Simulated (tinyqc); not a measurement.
Gate voltage for a given inversion charge.

Question. p-type body, charge-sheet picture, depletion and inversion only, full ionisation (an idealisation for deep acceptors), Boltzmann statistics (rough once Na exp(x - xn) passes about Nc/7). In units of Vt: xg = (Vg - Vfb)/Vt, x = psi/Vt, G = gamma/sqrt(Vt), xn = (2 phiF + Vc)/Vt. The implicit equation is (xg - x)^2 = G^2 [x - 1 + exp(x - xn)] for x above about 3. Cox = eps0 eox/tox. ni = sqrt(Nc Nv) exp(-Eg/(2 Vt)), Eg in volts; phiF = Vt ln(Na/ni); gamma = sqrt(2 q eps0 eps_r Na)/Cox. N_inv = (Cox Vt G/q) [sqrt(x - 1 + exp(x - xn)) - sqrt(x - 1)]. Find x - xn, psi and Vg.

Values chosen for this exercise; band and dielectric values close to those of silicon:
- T = 300 K (temperature)
- Eg = 1.13 eV (band gap)
- eps_r = 11.5 (relative permittivity)
- Nc = 2.81e19 cm^-3 (conduction-band density of states at T)
- Nv = 2.6e19 cm^-3 (valence-band density of states at T)
- eox = 7.54 (relative permittivity of the gate insulator (close to silicon nitride))
- tox = 33 nm (insulator thickness)
- Na = 6.2e17 cm^-3 (acceptor density)
- Vfb = -0.96 V (flat-band voltage)
- Vc = 1 V (channel-body voltage)

Constants: q = 1.602176634e-19 C, kB = 1.380649e-23 J/K, Vt = kB T/q, eps0 = 8.8541878128e-14 F/cm where lengths are in cm. Results are converted to the units shown.

N_inv = 1.6e11 cm^-2

Answer. N_inv rises steadily with x, so it fixes x; the implicit equation then gives xg directly.

x - xn = 1.84
psi = 1.98 V
Vg = 4.26 V

Program tinyqc, `OMP_NUM_THREADS=1 python tinyqc.py 2122249 2122250 out.jsonl`; Intel Xeon 2.30GHz, shared host, one thread, about 0.01 s.
